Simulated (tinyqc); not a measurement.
What moves the results: quantum well in an electric field by finite differences. A value that a table varies takes the place of the one given here.

Finite differences on points z_i at the centres of cells of width h: H_ii = (c/h^2)(1/m_(i-1/2) + 1/m_(i+1/2)) + V_i, H_(i,i+1) = -(c/h^2)/m_(i+1/2), where m_(i+1/2) is the mean of the masses at the two points (the end values are repeated outwards), psi = 0 on the points beyond both ends, c = hbar^2/2m0. The field adds e F (z - z0) with z0 the middle of the structure; 1 kV/cm = 1e-5 eV/angstrom.

Constants: hbar^2/2m0 = 3.80998211 eV angstrom^2.

Values chosen for the exercise (near those of a GaAs well in AlGaAs; not measured data): layers = ((90, 0.259, 0.0936), (120, 0, 0.0669), (90, 0.259, 0.0936)) (each layer: thickness in angstrom, band edge in eV, mass in m0); hf = 1.875 angstrom (cell width of the fine grid); Fs = (0, 8.33, 16.7, 25, 33.3, 41.7, 50) kV/cm (fields); F = 27 kV/cm (field along z); Lw = 120 angstrom (well width); Lb = 90 angstrom (each outer barrier); V0 = 0.259 eV (barrier height); mw = 0.0669 m0 (mass in the well); mb = 0.0936 m0 (mass in the barriers).

## Stark shift

Fine grid. Perturbation theory: dE1 = e F z_11 - beta (e F)^2 with beta = sum_j z_1j^2/(E_j - E_1) over the 13 next levels at zero field, z from z0.

Levels against field:

| F (kV/cm) | E1 (eV) | E2 (eV) | dE1 (meV) | second order (meV) | <z - z0> (angstrom) | E2 - E1 (meV) |
|---|---|---|---|---|---|---|
| 0 | 0.0233 | 0.0924 | 0.00 | 0.00 | 0.0 | 69.1 |
| 8.33 | 0.0232 | 0.0925 | -0.08 | -0.08 | -1.9 | 69.2 |
| 16.7 | 0.0230 | 0.0925 | -0.32 | -0.32 | -3.8 | 69.5 |
| 25.0 | 0.0226 | 0.0926 | -0.72 | -0.72 | -5.7 | 70.0 |
| 33.3 | 0.0220 | 0.0927 | -1.27 | -1.28 | -7.5 | 70.7 |
| 41.7 | 0.0213 | 0.0928 | -1.98 | -2.00 | -9.3 | 71.5 |
| 50.0 | 0.0205 | 0.0930 | -2.82 | -2.88 | -11.1 | 72.5 |

z_11 = 0.00 angstrom
beta = 1.152e+04 angstrom^2/eV

At zero field the state is centred, so the shift starts as F^2; it turns linear only if the state is pulled to one side. At 50 kV/cm E1 has moved by -2.82 meV, where second order gives -2.88 meV; they differ by 2.0 % there. The electron moves by -11.1 angstrom, against the rise of the potential. E2 - E1 grows with the field; the ends are 69.1 and 72.5 meV.

## Order of mass and momentum

Fine grid. Hermitian kinetic operators m^a p m^b p m^a with 2a + b = -1: H_ii = (c/h^2) m_i^(2a) (m_(i-1/2)^b + m_(i+1/2)^b) + V_i, H_(i,i+1) = -(c/h^2) m_i^a m_(i+1)^a m_(i+1/2)^b; BenDaniel-Duke is a = 0. The halved form has H_ii = 2c/(h^2 m_i) + V_i and H_(i,i+1) = -(c/2h^2)(1/m_i + 1/m_(i+1)). The shifts are measured against BenDaniel-Duke; the last column repeats E1 with cells of hf/4.

Levels (eV):

| operator | E1 | E2 | E1 - E1(BDD) (meV) | E1 at hf/4 |
|---|---|---|---|---|
| BenDaniel-Duke | 0.0225 | 0.0926 | 0.0 | 0.0225 |
| (1/m) p^2 + p^2 (1/m), halved | 0.0236 | 0.0945 | 1.1 | 0.0105 |
| m^(-1/2) p^2 m^(-1/2) | 0.0257 | 0.1022 | 3.2 | 0.0257 |
| m^(-1/4) p m^(-1/2) p m^(-1/4) | 0.0241 | 0.0974 | 1.7 | 0.0242 |
| one mass, the smallest | 0.0241 | 0.0974 | 1.7 | 0.0242 |

The three forms m^a p m^b p m^a span 3.2 meV in E1, 5 % of E2 - E1; they differ only at the mass steps (largest to smallest mass 1.40), where m^a psi is the continuous quantity. Dropping the mass step altogether moves E1 by +1.7 meV. Refining the grid moves the halved form by -13.1 meV, against at most 0.03 meV for the other three: at an abrupt step it has no limit as the grid is refined.

## What each parameter does

Three layers: barrier, well, barrier; fine grid. The Stark shift is E1(F) - E1(0). Each row changes one parameter from the base and keeps the others.

Results:

| case | E1 (eV) | E2 - E1 (meV) | Stark shift (meV) | <z - z0> (angstrom) |
|---|---|---|---|---|
| base | 0.0225 | 70.1 | -0.83 | -6.15 |
| Lw = 90 angstrom | 0.0354 | 104.6 | -0.37 | -2.74 |
| Lb = 120 angstrom | 0.0225 | 70.1 | -0.83 | -6.15 |
| V0 = 0.311 eV | 0.0235 | 73.1 | -0.77 | -5.64 |
| mw = 0.0769 m0 | 0.0206 | 64.4 | -0.87 | -6.37 |
| mb = 0.0749 m0 | 0.0236 | 72.2 | -0.79 | -5.83 |
| F = 13.5 kV/cm | 0.0231 | 69.4 | -0.21 | -3.10 |

The largest shifts from the base row, up to three for each result and ties (the steps differ in size, so this ranks the rows, not the parameters). E1 (eV): Lw +0.0129, mw -0.0018, mb +0.0011; unchanged at the printed digits by Lb. E2 - E1 (meV): Lw +34.4, mw -5.7, V0 +3.0; unchanged at the printed digits by Lb. Stark shift (meV): F +0.63, Lw +0.46, V0 +0.07; unchanged at the printed digits by Lb. <z - z0> (angstrom): Lw +3.41, F +3.05, V0 +0.51; unchanged at the printed digits by Lb.

Computed by tinyqc, a small Python program: `OMP_NUM_THREADS=1 python tinyqc.py 1251688 1251689 out.jsonl` (the numbers bound the seed that draws the inputs); one thread of a shared host (Intel(R) Xeon(R) Processor @ 2.30GHz), about 0.02 s for the whole set of steps.
